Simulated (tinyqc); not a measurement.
Inversion layer as a triangular well, valleys of the Ge type, step by step. Values are carried at full precision from step to step, so a last printed digit may differ when a step is redone from the rounded ones.

Four ellipsoidal valleys (eight halves) with their long axes along <111>, mass ml along the axis and mt across it. For a valley whose axis makes the angle theta with the surface normal, 1/m_z = cos^2(theta)/ml + sin^2(theta)/mt sets the confinement; in the plane the masses are m_1 = mt and m_2 = ml mt/m_z, and m_d = sqrt(m_1 m_2). The Gamma and Delta valleys are left out; the heavy Delta valleys, about 0.18 eV up, can lie lowest under strong confinement.

Constants: e^2/(4 pi eps0) = 14.39964547 eV angstrom; hbar^2/2m0 = 3.80998211 eV angstrom^2; kB = 8.617333262e-05 eV/K.

Inputs chosen for the exercise (near those of Ge; shifted at random, so the results belong to these values and not to a real crystal): ml = 1.565 m0 (longitudinal mass); mt = 0.081 m0 (transverse mass); face = 111 (surface); eps = 16.1 (dielectric constant); Ns = 3.5 x 1e12/cm^2 (electron sheet density); Nd = 0.35 x 1e12/cm^2 (depletion charge); eta = 0.5 (share of Ns in the effective field); T = 300 K (temperature); tox = 22 angstrom (SiO2-equivalent oxide thickness).

## Valley masses on the (111) face

Group the valleys by their angle to the normal, heaviest m_z first.

Valleys (masses in m0):
```
valleys g  cos^2(theta)     m_z     m_1     m_2     m_d
1                1.0000  1.5650  0.0810  0.0810  0.0810
3                0.1111  0.0905  0.0810  1.4001  0.3368
```

The single valley with the heaviest m_z will give the lowest ladder of subbands.

## Effective field

The field is taken as constant, e F = 4 pi (e^2/4 pi eps0)(Nd + eta Ns)/eps, with 1e12/cm^2 = 1e-4/angstrom^2, and the oxide as a hard wall at z = 0; c = hbar^2/2m0.

Find e F, and F in MV/cm (1 MV/cm = 0.01 V/angstrom).

e F = 0.00236023 eV/angstrom
F = 0.2360 MV/cm

## Subband ladders

Level j of a valley lies at E_j = a_j (c (e F)^2/m_z)^(1/3) above the band edge at the surface, with the Airy zeros a_j = 2.338107, 4.087949, 5.520560, 6.786708, 7.944134, 9.022651, 10.040174, 11.008524, 11.936016, 12.828777, and has <z> = 2 E_j/(3 e F).

The ten lowest levels of all groups of valleys together, j = 0, 1, ..., c = hbar^2/2m0; primes mark the groups with lighter m_z.

Subbands:
```
label  valleys g  m_d (m0)  E (eV)  <z> (angstrom)
0              1    0.0810  0.0558           15.75
1              1    0.0810  0.0975           27.54
2              1    0.0810  0.1317           37.19
0'             3    0.3368  0.1442           40.72
3              1    0.0810  0.1618           45.71
4              1    0.0810  0.1894           53.51
5              1    0.0810  0.2152           60.78
6              1    0.0810  0.2394           67.63
1'             3    0.3368  0.2521           71.20
7              1    0.0810  0.2625           74.15
```

The second subband is 1, 41.7 meV above the first.

## Fermi level and populations

Subband i holds n_i = g m_d/(2 pi c) kB T ln(1 + exp((EF - E_i)/kB T)) (spin included), and EF is fixed by sum n_i = Ns over the levels listed or, where none are listed, over j = 0 to 9 of each group; 1e12/cm^2 = 1e-4/angstrom^2.

Solve for EF; c = hbar^2/2m0. The mean distance is sum n_i <z>_i/Ns.

EF = 0.0912 eV

Populations:
```
label  (EF - E)/kB T  n (1e12/cm^2)  share (%)
0               1.37          1.397       39.9
1              -0.24          0.506       14.5
2              -1.56          0.166        4.7
0'             -2.05          1.323       37.8
3              -2.73          0.055        1.6
4              -3.80          0.019        0.6
5              -4.80          0.007        0.2
6              -5.73          0.003        0.1
1'             -6.22          0.022        0.6
7              -6.63          0.001        0.0
```

mean distance from the surface = 29.09 angstrom

The lowest subband holds 39.9 % of the electrons and is partly degenerate (EF within a few kB T of its edge).

## Effect on the gate capacitance

The charge sits at the mean distance <z> from the surface, which adds (3.9/eps) <z> to the oxide thickness; C/Cox = tox/(tox + 3.9 <z>/eps). The density-of-states term is left out.

added thickness = 7.05 angstrom
C/Cox = 0.757

## Checks

- Lowest level by finite differences against the Airy formula, eV: both 0.0558.

tinyqc: `OMP_NUM_THREADS=1 python tinyqc.py 1280837 1280838 out.jsonl`; about 0.01 s, one thread, shared Intel(R) Xeon(R) Processor @ 2.30GHz.
